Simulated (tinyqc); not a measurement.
AlGaN/GaN HEMT with access regions, lumped model: one step of the calculation.

A polarisation-induced electron sheet under a Schottky gate, in series with two ungated access regions and contacts. Drift law v = mu E/(1 + mu E/vs) under the gate. Currents in mA/mm, resistances in ohm mm. No self-heating, no channel-length modulation; fits for polarisation, barrier and offset are chosen for the exercise.

Problem. On-resistance and breakdown. sigma = (5e13 x + 1.6e13 x^2) cm^-2, phiB = 0.84 + 1.3 x, dEc = 0.7 (1.71 x + x^2) in volts, Cb = eps0 eps_r/d, VT = phiB - dEc - q sigma/Cb, access density n0 = -Cb VT/q. Ron = 2 Rc + Ls/(q mu n0) + Ld/(q mu (1 - ft) n0) + Lg/(mu Cb (Vg - VT)). Off state: a depleted stretch that holds the voltage V has the peak field sqrt(k V), k = 2 q n0/(eps0 eps_r te), so one edge holds V1 = Ec^2/k. The sheet under the plate pinches off at Vf = q n0 (1/Cb + tf/(eps0 ei)); beyond it the gate edge is screened. BV = V1 if Vf >= V1, else Vf + V1, and at most Ec Ld. Specific resistance Ron (Ls + Lg + Ld); figure of merit BV^2 over it.

Values chosen for this exercise; values close to those of AlGaN/GaN structures: aluminium share of the barrier x = 0.21; barrier thickness d = 25 nm; relative permittivity of barrier and channel eps_r = 9.1; channel mobility mu = 1900 cm^2/(V s); saturation velocity vs = 1.4e7 cm/s; gate length Lg = 0.15 um; source access length Ls = 1 um; drain access length Ld = 4 um; resistance of each contact Rc = 0.29 ohm mm; share of the drain-access electrons removed by traps ft = 0; gate voltage Vg = 1 V; critical field Ec = 2.8 MV/cm; depth over which the depleted charge spreads te = 0.47 um; insulator under the field plate tf = 200 nm; relative permittivity of that insulator ei = 7.

Constants: q = 1.602176634e-19 C, eps0 = 8.8541878128e-14 F/cm where lengths are in cm. Results are converted to the units shown.

Give: Ron; Vf; V1; BV; specific resistance; figure of merit.

Solution.

Ron = 2.3454 ohm mm
Vf = 54.033 V
V1 = 97.178 V
BV = 151.21 V
specific resistance = 0.12079 mohm cm^2
figure of merit = 189.30 MW/cm^2

The plate raises BV by a factor of 1.56.

Program tinyqc, `OMP_NUM_THREADS=1 python tinyqc.py 2570038 2570039 out.jsonl`; Intel Xeon 2.30GHz, shared host, one thread, about 0.04 s.
